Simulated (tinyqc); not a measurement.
Three regimes over temperature: precursor delivery and alloy composition in metal-organic vapour-phase epitaxy. Computed by tinyqc, a small Python program. Command: `OMP_NUM_THREADS=1 python tinyqc.py 3017359 3017360 out.jsonl movpe walk`. One thread of a shared host (Intel(R) Xeon(R) Processor @ 2.30GHz), about 0.01 s of CPU time with the checks.

Carrier gas leaves each bubbler saturated. Group-III species cross a boundary layer and react at the surface; element 2 can also desorb. The film is (1)_(1-x) (2)_x V with a zinc-blende cell.

Inputs (values chosen for the exercise, close to those used for InGaP from TEGa and TMIn):
```
quantity,value,unit
source 1: a in log10(p/torr) = a - b/T,8.08,-
source 1: b,2162,K
source 1: bath temperature,16,C
source 1: carrier flow,5.5,sccm
source 2: a,10.52,-
source 2: b,3014,K
source 2: bath temperature,16,C
source 2: carrier flow,300,sccm
bubbler pressure p_b,600,torr
group-V hydride flow,78,sccm
total flow,14,slm
reactor pressure p,40,torr
diffusivity D0 at 273.15 K and 760 torr,0.38,cm^2/s
boundary layer delta,0.69,cm
prefactor of the surface rate k_s,5e+13,cm/s
energy of k_s,1.89,eV
prefactor of the loss of element 2,2.5e+15,layers/s
energy of the loss,3.11,eV
lattice constant a,5.65,angstrom
```

Constants: k_B = 1.380649e-23 J/K; k_B = 8.617333262e-05 eV/K.

Method:
- Temperatures in kelvin are T(C) + 273.15.
- Vapour pressure p_v = 10^(a - b/T); precursor flow = carrier flow x p_v/(p_b - p_v); 1 sccm = 44.615 micromol/min; V/III = hydride flow over the sum of both; gas share x_g = F2/(F1 + F2).
- Partial pressure p_i = p F_i/(44615 x total flow in slm); density n_i = p_i/(k_B T), 1 torr = 133.322 Pa; D = D0 (T/273.15)^1.75 (760/p), h = D/delta, the same for both; k_s = prefactor x exp(-energy/(k_B T)); arrival J_i = n_i/(1/h + 1/k_s); in layers per second g_i = J_i a^2/2 (two group-III sites per a^2 on (001)).
- Loss of element 2 is r x with r = prefactor x exp(-energy/(k_B T)). Then x = (g2 - r x)/(g1 + g2 - r x), or r x^2 - (g1 + g2 + r) x + g2 = 0, smaller root; growth rate G = g1/(1 - x) layers/s; one layer is a/2 thick, 1 angstrom/s = 0.36 um/h.

molar flows (micromol/min): F1 1.65012, F2 27.9061

gas share x_g = 0.944170

Growth:
```
T (C),k_s/h,r (layers/s),x,G (um/h)
450,5.8552e-02,5.2933e-07,0.94417,0.1305
500,3.7030e-01,1.3348e-05,0.94417,0.6702
550,1.8590e+00,2.2741e-04,0.94416,1.6901
600,7.7107e+00,2.8001e-03,0.94411,2.4025
650,2.7266e+01,2.6268e-02,0.94365,2.7076
700,8.4272e+01,1.9579e-01,0.94033,2.7255
750,2.3224e+02,1.1991e+00,0.91207,1.9348
800,5.7999e+02,6.2031e+00,0.45086,0.3219
850,1.3303e+03,2.7721e+01,0.10903,0.2055
```

What follows from these numbers?

G peaks at 700 C among these rows. Between the first rows the apparent energy is 1.58 eV, against 1.89 eV for k_s, as control is already mixed; k_s passes h between 500 and 550 C, well above which G depends weakly on T until desorption sets in. Among these rows x stays within 2 % of x_g up to 700 C and then falls, to 0.11 in the last row, as element 2 desorbs. Caution: in these rows, too, a is fixed and both precursors share one D and k_s.

Extremes, crossings and ranges named in words are read from the listed rows.
